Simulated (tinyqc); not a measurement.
A log to judge: nudged elastic band on a two-dimensional model surface. Computed by tinyqc. Command: `OMP_NUM_THREADS=1 python tinyqc.py 3008967 3008968 out.jsonl neb walk`. One thread of a shared host (Intel(R) Xeon(R) Processor @ 2.30GHz), about 0.1 s of CPU time with the checks.

V(x, y) = -A (cos kx + cos ky) - B cos kx cos ky + (C sin ky + S sin kx)(1 - cos kx), k = 2 pi/a; the atom hops from the minimum at (0, 0) to that at (a, 0).

Inputs (values chosen for the exercise, for a model surface):
```
quantity              value           unit
amplitude A            0.38             eV
amplitude B            0.12             eV
skew C                0.072             eV
asymmetry S           0.082             eV
period a                3.2       angstrom
movable images n          3              -
spring constant k_s    0.86  eV/angstrom^2
step factor eta      0.0064  angstrom^2/eV
iteration cap           100              -
```

Surface: adatom on a square lattice. Climbing image: on.

Method:
- Newton steps x(new) = x - H^-1 grad V (moves limited to 0.3 angstrom) from (0, 0), (a, 0) and (a/2, 0) give the two minima and the saddle.
- Tangent at image i: towards the higher neighbour if the energies rise or fall through i; at a maximum or minimum, tau = t+ dmax + t- dmin if V(i+1) > V(i-1), else t+ dmin + t- dmax, with t+ = R(i+1) - R(i), t- = R(i) - R(i-1) and dmax, dmin the larger and smaller of |V(i+1) - V(i)| and |V(i-1) - V(i)|; then normalise. Force F = -grad V + (grad V.tau) tau + k_s (|t+| - |t-|) tau.
- With a climbing image, the highest image feels instead F = -grad V + 2 (grad V.tau) tau and no spring.
- Update R(new) = R + eta F; the end points stay fixed.
- Start on the straight line; stop when the largest force is below 1e-4 or above 1e6 eV/angstrom.

Course of the band:
```
iteration  highest image (eV)  largest force (eV/angstrom)
1                     1.00000                     0.428528
2                     1.00015                     0.424343
3                     1.00029                     0.420194
4                     1.00042                     0.416084
5                     1.00054                     0.412010
6                     1.00066                     0.407974
7                     1.00076                     0.403975
8                     1.00086                     0.400013
9                     1.00095                     0.396087
...                       ...                          ...
92                    0.99703                     0.178024
93                    0.99695                     0.176394
94                    0.99688                     0.174782
95                    0.99680                     0.173187
96                    0.99672                     0.171608
97                    0.99665                     0.170045
98                    0.99657                     0.168499
99                    0.99649                     0.166969
100                   0.99642                     0.165455
```

Band at the end:
```
image  x (angstrom)  y (angstrom)    E (eV)
0           0.00000      0.000000  0.000000
1           0.77100     -0.077500  0.542928
2           1.48326     -0.129444  0.996419
3           2.37534     -0.074537  0.431325
4           3.20000      0.000000  0.000000
```

Can the last value be used, and what does the course show?

No. Not converged within 100 iterations: the residual falls at every step, but slowly, by a factor of about 0.991 a step. Reruns converge with step factor eta = 0.16, iteration cap = 600. Reruns still fail with step factor eta = 0.0011, iteration cap = 600; and with iteration cap = 600.
